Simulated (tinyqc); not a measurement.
# Implanted layer, carriers, mobility and sheet resistance: effect of the temperature

A p-type layer from the surface x = 0 to the junction xj, N(x) = N0 exp(-(x - Rp)^2/(2 sg^2)). Local neutrality (no depletion at surface or junction, no spilling of carriers), intrinsic carriers neglected, full ionisation of active dopants.

xj = Rp + sg sqrt(2 ln(N0/Nb)). Active dopant A = min(N, Ns); p = A - Nb; mobility mu = m1 + (m2 (T/300 K)^(-bt) - m1)/(1 + ((A + Nb)/Nr)^am). Dose = integral of N, carrier sheet density = integral of p, 1/Rs = q integral of p mu, mean mobility 1/(q Rs sheet density), Hall mobility (unit Hall factor) = integral of p mu^2 over integral of p mu, Hall sheet density = (integral of p mu)^2/integral of p mu^2; all from 0 to xj. Integrals on 4000 steps.

Parameters, values chosen for the exercise; values close to those of boron in silicon over an n-type background: background doping of the opposite type Nb = 1.2e14 cm^-3; peak chemical concentration N0 = 9.7e17 cm^-3; mobility limit at high doping m1 = 45.2 cm^2/(V s); mobility limit at low doping, at 300 K m2 = 467 cm^2/(V s); reference doping of the mobility law Nr = 2.32e17 cm^-3; exponent of the mobility law am = 0.703; temperature exponent of m2 bt = 2.3; solubility limit of active dopant Ns = 2.07e20 cm^-3; straggle after annealing sg = 110 nm; projected range Rp = 100 nm.

Constants: q = 1.602176634e-19 C. Results are converted to the units shown.

The same in every row: xj (nm) = 566.6; dose (cm^-2) = 2.189e13; carriers (cm^-2) = 2.188e13.

Results:
```
T (K)  Rs (ohm/square)  mean mobility (cm^2/(V s))  Rs xj (ohm nm)  Hall/true sheet density
150              370.1                       770.8         2.097e5                   0.9336
200              691.4                       412.6         3.918e5                   0.9402
250               1100                       259.3         6.234e5                   0.9481
300               1576                       181.0         8.932e5                   0.9568
400               2636                       108.2         1.494e6                   0.9735
```

Estimate the missing row, T = 350 K.

Computed row:
```
T (K)  Rs (ohm/square)  mean mobility (cm^2/(V s))  Rs xj (ohm nm)  Hall/true sheet density
350               2096                       136.1         1.188e6                   0.9655
```

With this row back in the table: As T goes from 150 to 400, xj stays at 567 nm, Rs rises from 370 to 2640 ohm/square, the mean mobility falls from 771 to 108 cm^2/(V s) and the share of the dose that conducts stays at 100 %.

tinyqc, about 0.01 s, one thread, Intel Xeon 2.30GHz (shared host): `OMP_NUM_THREADS=1 python tinyqc.py 2110087 2110088 out.jsonl`
